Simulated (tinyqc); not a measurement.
Schottky barrier with interface states (Cowley-Sze model), image lowering and contact resistance: one step, computed by the program tinyqc. Command: `OMP_NUM_THREADS=1 python tinyqc.py 3031945 3031946 out.jsonl pinning walk`. One thread of a shared host (Intel(R) Xeon(R) Processor @ 2.30GHz), about 0.01 s of CPU time with the checks.

An n-type semiconductor under a metal. The barrier lies between the Schottky-Mott limit phi_M - chi and the Bardeen limit E_g - E_n, E_n being the neutrality level of the interface states; the space-charge term of the full Cowley-Sze expression is left out.

Task: Tunnelling scale and contact resistivity. A* = 4 pi e m_e M_c k_B^2/h^3 (a simple valley count); J_s = A* T^2 exp(-phi/k_B T). E_00 = (e hbar/2) sqrt(N/(m_e eps_s eps_0)), E_0 = E_00 coth(E_00/k_B T); scaling form of the contact resistivity rho_c = (k_B/(e A* T)) exp(phi_B/E_0), which is the thermionic result when E_00 << k_B T and keeps only the leading exponential of tunnelling when E_00 >> k_B T; image lowering is left out of it.

Inputs (values chosen for the exercise, with gap, mass and screening modelled on CdTe): dielectric constant eps_s = 9.84; electron mass m_e = 0.0938 m_0; valleys M_c = 1; donor density N = 2.1e+16 cm^-3; temperature T = 300 K.

Pinning factor from: interface states.

barrier phi_B = 0.4350703 eV

Constants: k_B = 8.617333262e-05 eV/K; hbar = 1.054571817e-34 J s; m_0 = 9.1093837015e-31 kg; eps_0 = 8.8541878128e-12 F/m; e = 1.602176634e-19 C; k_B = 1.380649e-23 J/K; h = 6.62607015e-34 J s.

Give: E_00; E_00/k_B T; E_0; contact resistivity rho_c.

Result:

E_00 = 0.002801 eV

E_00/k_B T = 0.1083

E_0 = 0.02595 eV

contact resistivity rho_c = 0.4860 ohm cm^2

With the usual bounds 0.5 and 5 on E_00/k_B T the regime is thermionic emission.
